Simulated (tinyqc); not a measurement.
Electron mobility in a silicon inversion layer, empirical terms and Matthiessen rule: one step of the calculation.

Inversion layer of sheet density Ns on a uniformly doped body. The mobility terms are empirical power laws with prefactors chosen for the exercise; adding their inverses (Matthiessen) is itself an approximation.

Task. Mobility terms and their sum. With t = T/(300 K): muC = Ac (Ns/1e12 cm^-2) t/(Nb/1e17 cm^-3 + Nit/1e11 cm^-2), muP = Ap E^(-1/3) t^(-1.75), muS = As E^(-gs); 1/mu is the sum of the inverses.

Inputs (values chosen for the exercise); material values close to those of silicon: temperature T = 300 K; body doping Nb = 5.3e17 cm^-3; phonon-limited mobility at 1 MV/cm and 300 K Ap = 449 cm^2/(V s); roughness-limited mobility at 1 MV/cm As = 929 cm^2/(V s); exponent of the roughness term gs = 2; Coulomb prefactor Ac = 2500 cm^2/(V s); charge at the interface Nit = 3.2e11 cm^-2; inversion density Ns = 1.3e12 cm^-2.

E = 0.59480992 MV/cm

Wanted: terms; mu; shares of 1/mu.

Result.

terms (cm^2/(V s)): Coulomb 382.35, phonon 533.89, roughness 2625.8
mu = 205.37 cm^2/(V s)
shares of 1/mu (%): Coulomb 53.712, phonon 38.467, roughness 7.8213

The Coulomb term limits most.

Numbers from tinyqc (`OMP_NUM_THREADS=1 python tinyqc.py 2510080 2510081 out.jsonl`; about 0.03 s on one thread of a shared Intel Xeon 2.30GHz).
